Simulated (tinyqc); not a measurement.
# A chain with a side-coupled site and dephasing by Buettiker voltage probes: coherent and dephased transmission against energy

Sites 1 to 4 form a chain with hopping -t, and site 5 hangs on site 4 by -ts. Lead L joins site 1 and lead R site 4, both semi-infinite chains with hopping -t and site energy 0. Every site carries a probe with self-energy -i Gamma_p/2 that draws no net current. Linear response at zero temperature: mu_L = 1, mu_R = 0 in units of the bias.

Sigma = t^2 g(E), g(x) = (x - i sqrt(4 t^2 - x^2))/(2 t^2) for |x| < 2 t and (x - sign(x) sqrt(x^2 - 4 t^2))/(2 t^2) otherwise; Gamma = -2 Im Sigma; G = (E - H - Sigma_L - Sigma_R + i Gamma_p/2)^(-1). With Gamma the broadening by one lead, T_RL = Gamma^2 |G_(4,1)|^2, T_pL = Gamma Gamma_p |G_(p,1)|^2, T_pR = Gamma Gamma_p |G_(p,4)|^2, T_pq = Gamma_p^2 |G_(p,q)|^2 for p != q. No current into probe p: W mu = T_pL with W_pp = T_pL + T_pR + sum_q T_pq and W_pq = -T_pq. Then T_eff = T_RL + sum_p T_pR mu_p, and the resistance is (h/2q^2)/T_eff. Without probes means Gamma_p = 0.

Inputs (values chosen for the exercise): hopping (matrix element -t) t = 1 eV; site energies 1 to N U = [0, 0, 0, 0, -0.58] eV; probe broadening Gamma_p gp = 0.89 eV; hopping from site 4 to the side site 5 ts = 0.4 eV.

Coherent and dephased transmission against energy:
```
E (eV)  T without probes   T_eff
-1.8              0.9779  0.3248
-1.5              0.9830  0.3961
-1.2              0.9746  0.4415
-0.9              0.9273  0.4620
-0.6             0.05381  0.4638
-0.3              0.9229  0.4783
0                 0.9813  0.4976
0.3               0.9916  0.5071
0.6               0.9950  0.5050
0.9               0.9963  0.4892
1.2               0.9969  0.4564
1.5               0.9966  0.4042
1.8               0.9941  0.3275
```

What does the comparison show?

Without probes T lies between 0.0538 and 0.997 in these rows, with them between 0.325 and 0.507. The probes lower it in 12 rows and raise it in 1; the largest relative gain is at E = -0.6 eV, where the coherent value is 0.0538.

tinyqc, about 0.01 s, one thread, Intel Xeon 2.30GHz (shared host): `OMP_NUM_THREADS=1 python tinyqc.py 2700004 2700005 out.jsonl`
